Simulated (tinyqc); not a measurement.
# Energy and delay of logic against supply voltage: what changes with what

One expression serves below and above threshold: I(Vg) = Ik [ln(1 + exp((Vg - VT + dd V)/(al nf Vt)))]^al, with I_on = I(V) and I_off = I(0). Gate delay td = kd C V/I_on, clock period LD td. Per gate and cycle the switching energy is act C V^2 and the leakage energy I_off V LD td. No short-circuit current, no variation. Minima are sought above 0.09 V; below a few Vt gates no longer switch and the model has no meaning.

Inputs (values chosen for the exercise); values of the order met in logic technologies:
```
symbol,value,unit,meaning
T,358,K,temperature
VT,0.29,V,threshold voltage at zero drain bias
nf,1.09,,slope factor
dd,0.09,,barrier lowering per volt of supply
Ik,1.5,uA,specific current of a gate
al,1.82,,exponent of the current law
C,3.6,fF,load capacitance of a gate
kd,0.8,,delay factor
LD,40,,logic depth
act,0.2,,activity factor
```

Constants: q = 1.602176634e-19 C, kB = 1.380649e-23 J/K, Vt = kB T/q. Results are converted to the units shown.

Each table varies one quantity; the others keep the values above.

## Energy and delay against supply voltage

EDP = energy times td.

Result of one run:
```
V (V),I_on (uA),I_off (nA),td (ps),switching (aJ),leakage (aJ),energy (aJ),EDP (fJ ps)
0.62,42.816,1.3894,41.704,276.77,1.4370,278.20,11.602
```

What becomes of these results when the supply voltage V is changed from 0.62 to 0.73 V, all else the same?

Result of the changed run:
```
V (V),I_on (uA),I_off (nA),td (ps),switching (aJ),leakage (aJ),energy (aJ),EDP (fJ ps)
0.73,70.034,1.8586,30.020,383.69,1.6292,385.32,11.567
```

The whole series:
```
V (V),I_on (uA),I_off (nA),td (ps),switching (aJ),leakage (aJ),energy (aJ),EDP (fJ ps)
0.15,0.031243,0.39879,13827,16.200,33.085,49.285,681.47
0.27,0.84361,0.54878,921.75,52.488,5.4631,57.951,53.417
0.38,6.0560,0.73514,180.71,103.97,2.0193,105.99,19.153
0.5,20.278,1.0109,71.014,180.00,1.4357,181.44,12.885
0.62,42.816,1.3894,41.704,276.77,1.4370,278.20,11.602
0.73,70.034,1.8586,30.020,383.69,1.6292,385.32,11.567
0.85,106.44,2.5514,22.998,520.20,1.9950,522.20,12.010
0.97,149.57,3.4994,18.678,677.45,2.5360,679.98,12.701
1.08,194.80,4.6709,15.967,839.81,3.2218,843.03,13.460
1.2,250.21,6.3935,13.813,1036.8,4.2389,1041.0,14.379
```

td falls from 13800 to 13.8 ps; the energy rises from 49.3 to 1040 aJ and the EDP goes from 681 through a minimum of 11.6 (at V = 0.73 V among the rows listed) to 14.4 fJ ps. The exact minima lie at V = 0.192 V for the energy and 0.678 V for the EDP. Going from 1.2 V to the energy minimum saves a factor of 23.7 in energy and costs a factor of 371 in delay. Below the minimum the leakage energy rises faster than the switching energy falls, because the clock period grows so steeply.

## Optimum supplies against the activity factor

Same model as above.

V_min minimises the energy and V_EDP the product of energy and td.

Optimum supplies against the activity factor:
```
act,V_min (V),energy at V_min (aJ),leakage share (%),clock at V_min (MHz),V_EDP (V),clock at V_EDP (GHz)
0.002,0.4180,2.965,57.57,199.1,0.7689,0.9153
0.005,0.3677,4.601,47.11,120.7,0.7295,0.8317
0.01,0.3317,6.776,41.53,76.24,0.7074,0.7848
0.02,0.2979,10.30,37.95,45.05,0.6932,0.7545
0.05,0.2555,18.39,36.11,20.31,0.6831,0.7331
0.1,0.2239,28.59,36.88,10.31,0.6794,0.7254
0.2,0.1915,43.89,39.82,4.881,0.6776,0.7213
0.5,0.1432,73.39,49.73,1.536,0.6764,0.7189
```

What does the table show?

As act goes from 0.002 to 0.5, V_min falls from 0.418 to 0.143 V, the energy there rises from 2.97 to 73.4 aJ, the clock there falls from 199 to 1.54 MHz and V_EDP falls from 0.769 to 0.676 V. act and LD enter V_min only through the ratio act/LD.

Numbers from tinyqc (`OMP_NUM_THREADS=1 python tinyqc.py 2082010 2082011 out.jsonl`; about 0.01 s on one thread of a shared Intel Xeon 2.30GHz).
